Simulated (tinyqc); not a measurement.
# Worked calculation: small-signal admittance of a forward-biased p+-n diode

Numbers from tinyqc (`OMP_NUM_THREADS=1 python tinyqc.py 2890210 2890211 out.jsonl`; about 0.01 s on one thread of a shared Intel Xeon 2.30GHz). Printed values are rounded.

Holes injected into a neutral base of width wb with an ohmic contact at its end; low injection, p0 far above the equilibrium density. A small voltage v exp(i w t), w = 2 pi f, modulates the edge density by p0 v/Vt, and the small-signal density obeys Dp d2p/dx2 = (1/tau + i w) p.

Inputs (values chosen for the exercise); permittivity close to that of silicon: temperature T = 300 K; relative permittivity eps_r = 11.7; donor density of the base Nd = 2.2e16 cm^-3; hole diffusion coefficient Dp = 10 cm^2/s; hole lifetime tau = 2e-6 s; width of the neutral base wb = 9.4 um; excess hole density at the junction edge p0 = 6.8e12 cm^-3; acceptor density of the p+ side Na = 1e19 cm^-3; signal frequency f = 3e5 Hz.

Constants: q = 1.602176634e-19 C, kB = 1.380649e-23 J/K, Vt = kB T/q, eps0 = 8.8541878128e-14 F/cm where lengths are in cm. Results are converted to the units shown.

## Closed-form admittance

L = sqrt(Dp tau); direct current J = (q Dp p0/L) coth(wb/L); k = sqrt(1 + i w tau)/L; diffusion admittance Y = (q Dp p0/Vt) k coth(k wb) = G + i w C_diff; junction capacitance C_j = sqrt(q eps0 eps_r Nd/(2 Vr)) in the depletion approximation, with the remaining barrier Vr = Vt ln(Na/p0), a rough value under forward bias; base-width modulation is left out.

L = 44.72136 um
J = 0.01176040 A/cm^2
k wb = 0.3290096+0.2531152i
Y = 0.4551854+0.0247405i S/cm^2
C_diff = 0.01312522 uF/cm^2
C_j = 0.07051957 uF/cm^2

G is 1.00 times its low-frequency value J/Vt, and C_diff is 0.186 times C_j.

## The same by finite differences

9 equal intervals, h = wb/9; u = small-signal density over its edge value, u_0 = 1, u_9 = 0; u_(i-1) + b u_i + u_(i+1) = 0 with b = -2 - h^2 (1/tau + i w)/Dp; Y = (q Dp p0/(Vt h)) (-b/2 - u_1), which includes the half box at the edge.

b = -2.000545-0.002056i
u, node 1 to 8: 0.8874534-0.0051420i  0.7754014-0.0084621i  0.6637897-0.0101923i  0.5525610-0.0105632i  0.4416554-0.0098037i  0.3310109-0.0081414i  0.2205637-0.0058028i  0.1102487-0.0030139i
Y on the mesh = 0.4552222+0.0248964i S/cm^2

Against the closed form the real part is within 0.01 % of it and the imaginary part 0.63 % above it; |k h| = 0.046.
